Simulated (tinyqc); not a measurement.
Comparisons within one model: donor near an oxide interface in a gate field (two-state model). A value that a table varies takes the place of the one given here.

Interface at z = 0 (hard wall), donor at z = d, field F pulling electrons to the interface: potential e F z; 1 kV/cm = 1e-5 eV/angstrom, c = hbar^2/2m0, q = e^2/(4 pi eps0), Q = (eps - eo)/(eps + eo). Donor state: E_D = e F d - ED - q Q/(4 eps d), the last term joining the images of ion and electron. Interface state: z exp(-b z/2) exp(-rho^2/(2 L^2)) with E_z = c b^2/(4 mz) + 3 e F/b + q Q b/(8 eps), minimised over b; in the plane at z = 3/b the ion (distance D = d - 3/b) and its image (D' = d + 3/b) give E_rho = c/(mt L^2) - (q/eps)(sqrt(pi)/L)[erfcx(D/L) + Q erfcx(D'/L)], erfcx(x) = exp(x^2) erfc(x), minimised over L. E_I = E_z + E_rho.

The two states couple by t = t0 exp(-D/aD) with t0 = q/(eps aD) (2 aD/L) sqrt(aD b/2) v, v a valley factor; this form is an estimate. With detuning u = E_D - E_I the splitting is sqrt(u^2 + 4 t^2) and the lower state has weight (1 - u/sqrt(u^2 + 4 t^2))/2 on the donor.

Constants: hbar^2/2m0 = 3.80998211 eV angstrom^2; e^2/(4 pi eps0) = 14.39964547 eV angstrom.

Inputs chosen for the exercise (near those of a donor in Si below HfO2, static dielectric constants; not measured data): d = 60 angstrom (depth of the donor); ED = 45.4 meV (bulk binding energy); mz = 0.91 m0 (mass across the interface); mt = 0.191 m0 (mass in the plane); eps = 11.6 (dielectric constant of the semiconductor); eo = 22 (dielectric constant of the oxide); aD = 18 angstrom (donor radius); v = 0.46 (valley factor); Fl = (95.129, 109.993, 115.938, 118.911, 121.884, 127.83, 142.694) kV/cm (fields); dl = (60, 80, 105, 135, 170, 215, 270) angstrom (depths).

## Sweeping the field

Both levels, the splitting, the donor weight and the mean depth w d + (1 - w) 3/b.

Results:

| F (kV/cm) | E_D (meV) | E_I (meV) | splitting (meV) | donor weight | mean depth (angstrom) |
|---|---|---|---|---|---|
| 95.129 | 13.278 | 21.272 | 9.72 | 0.911 | 56.9 |
| 109.993 | 22.197 | 25.260 | 6.04 | 0.753 | 51.1 |
| 115.938 | 25.764 | 26.793 | 5.21 | 0.599 | 45.4 |
| 118.911 | 27.548 | 27.548 | 5.06 | 0.500 | 41.8 |
| 121.884 | 29.331 | 28.295 | 5.12 | 0.399 | 38.0 |
| 127.830 | 32.899 | 29.768 | 5.83 | 0.232 | 31.6 |
| 142.694 | 41.817 | 33.339 | 9.71 | 0.063 | 24.6 |

E_D rises by 0.60 and E_I by 0.25 meV per kV/cm, so they cross once, near 118.9 kV/cm, where the splitting is 2t = 5.06 meV. The donor weight passes from 0.85 to 0.15 while the detuning goes from -2t to 2t, a window of 29 kV/cm or 25 % of the field; across the table the charge moves by 32 angstrom.

## Depth of the donor

Critical field, and the coupling, E_rho and L at that field.

Results:

| d (angstrom) | critical field (kV/cm) | e F d/ED | t (meV) | E_rho (meV) | L (angstrom) |
|---|---|---|---|---|---|
| 60 | 118.9 | 1.572 | 2.5 | -11.32 | 64 |
| 80 | 81.3 | 1.432 | 0.75 | -8.69 | 79 |
| 105 | 57.9 | 1.338 | 0.17 | -6.74 | 96 |
| 135 | 42.8 | 1.272 | 0.030 | -5.31 | 115 |
| 170 | 32.7 | 1.225 | 0.0040 | -4.26 | 136 |
| 215 | 25.0 | 1.185 | 0.00031 | -3.40 | 162 |
| 270 | 19.4 | 1.153 | 1.4e-05 | -2.73 | 191 |

The critical field falls from 119 to 19 kV/cm, with exponent -1.21 in d, while t drops by a factor 1.8e+05, about e for each 18 angstrom at the end (aD = 18). One lattice plane (1.36 angstrom) of misplacement changes t by 7 % and the critical field by about 1.6 % at 105 angstrom.

## What each parameter does

Critical field (E_D = E_I), and t and L there. Each row changes one parameter from the base and keeps the others.

Results:

| case | critical field (kV/cm) | t (meV) | L (angstrom) |
|---|---|---|---|
| base | 118.9 | 2.53 | 63.8 |
| d = 75 angstrom | 88.3 | 1.01 | 74.9 |
| ED = 51.4 meV | 135.9 | 2.41 | 64.8 |
| aD = 19.8 angstrom | 118.9 | 3.19 | 63.8 |
| mz = 0.773 m0 | 126.1 | 2.67 | 62.6 |
| mt = 0.22 m0 | 116.9 | 2.73 | 59.2 |
| eo = 33 | 113.3 | 2.38 | 66.6 |
| eps = 12.3 | 123.6 | 2.32 | 65.5 |

The largest shifts from the base row, up to three for each result and ties (the steps differ in size, so this ranks the rows, not the parameters). critical field (kV/cm): d -30.6, ED +16.9, mz +7.2; unchanged at the printed digits by aD. t (meV): d -1.52, aD +0.660, eps -0.211. L (angstrom): d +11.2, mt -4.5, eo +2.8; unchanged at the printed digits by aD.

(tinyqc, `OMP_NUM_THREADS=1 python tinyqc.py 1282356 1282357 out.jsonl`, Intel(R) Xeon(R) Processor @ 2.30GHz, 1 thread, shared host, about 0.2 s.)
